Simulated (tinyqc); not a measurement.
ROHF in the 3-21g basis, for H2+, spin multiplicity 2, step by step. One step of it, computed by the program tinyqc.

Task: Orthogonalisation. S = U s U^T; symmetric (Loewdin) form X = U s^(-1/2) U^T, so that X^T S X = 1.

overlap S, order 1H 1s, 1H 2s, 2H 1s, 2H 2s:
$$\begin{pmatrix}
1.000000 & 0.645899 & 0.170283 & 0.355719 \\
0.645899 & 1.000000 & 0.355719 & 0.696763 \\
0.170283 & 0.355719 & 1.000000 & 0.645899 \\
0.355719 & 0.696763 & 0.645899 & 1.000000
\end{pmatrix}$$

Give: eigenvalues of S; X.

Result:

eigenvalues of S: [0.1747, 0.3979, 0.9583, 2.4692]

X, order 1H 1s, 1H 2s, 2H 1s, 2H 2s:
$$\begin{pmatrix}
1.2390 & -0.4833 & -0.0075 & 0.0244 \\
-0.4833 & 1.5790 & 0.0244 & -0.5887 \\
-0.0075 & 0.0244 & 1.2390 & -0.4833 \\
0.0244 & -0.5887 & -0.4833 & 1.5790
\end{pmatrix}$$
